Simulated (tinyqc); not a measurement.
BCS gap equation with a constant attraction inside the Debye window: one step, computed by the program tinyqc.

Pairs attract with strength V for |xi| < k_B Theta; N(0) is the density of states for one spin. Energies are given as temperatures (E/k_B, in K) unless marked.

Task: Critical temperature. Gap equation: 1/(N(0)V) = I(Delta, T) = int_0^Theta tanh(E/2T)/E d xi, E = sqrt(xi^2 + Delta^2); 64 Gauss-Legendre points in y with xi = max(Delta, T) sinh(y). T_c solves I(0, T_c) = 1/(N(0)V); the weak-coupling form is T_c = (2 e^C/pi) Theta exp(-1/(N(0)V)) with Euler's C = 0.5772157, and 2 Delta_0/T_c then tends to 2 pi e^-C = 3.528.

Inputs (values chosen for the exercise, for a model metal): coupling N(0)V = 0.469; Debye temperature Theta = 186 K.

Solver: secant.

Delta_0 = 44.73955 K

Give: T_c; weak-coupling T_c; 2 Delta_0/T_c.

Result:

T_c = 25.011 K

weak-coupling T_c = 25.008 K

2 Delta_0/T_c = 3.5776

T_c/Theta = 0.1345; the ratio lies +1.41 % from 3.528. Within this model the ratio cannot pass 4; larger values in real metals come from retardation, which it leaves out. Caution: at this coupling retardation and damping of the phonon exchange (Eliashberg theory) matter.
